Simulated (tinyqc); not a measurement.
Heavy doping: gap narrowing, degeneracy and the minority density: one step. Degeneracy of the majority band.

F_j(eta) = (1/Gamma(j + 1)) integral_0^infinity x^j dx/(1 + exp(x - eta)), which tends to exp(eta) for eta << 0.

Majority: N = Nv F_1/2(eta), eta the distance of EF beyond the majority band edge in kT. Degeneracy factor gam = F_1/2(eta)/exp(eta). ni0^2 = Nc Nv exp(-Eg/kT); product n p = ni0^2 gam exp(dEg/kT), dEg the true narrowing; apparent narrowing dEa = dEg + kT ln gam; minority density = n p/N.

Inputs chosen for the exercise (out of a larger set: gap and densities of states near those of Si at this temperature; narrowing constants near the fits for Si; not measured data): N = 3.6e+19 1/cm^3 (ionised acceptors, equal to the majority density); Nv = 2.11e+19 1/cm^3 (valence-band density of states).

Problem. Solve for eta and form gam.

Give: N/Nv; eta; gam.

Solution.

N/Nv = 1.706
eta = 1.1238
gam = 0.5546

Run: tinyqc, `OMP_NUM_THREADS=1 python tinyqc.py 1651226 1651227 out.jsonl`; Intel(R) Xeon(R) Processor @ 2.30GHz, one thread, shared host; about 0.01 s of CPU time with all checks.
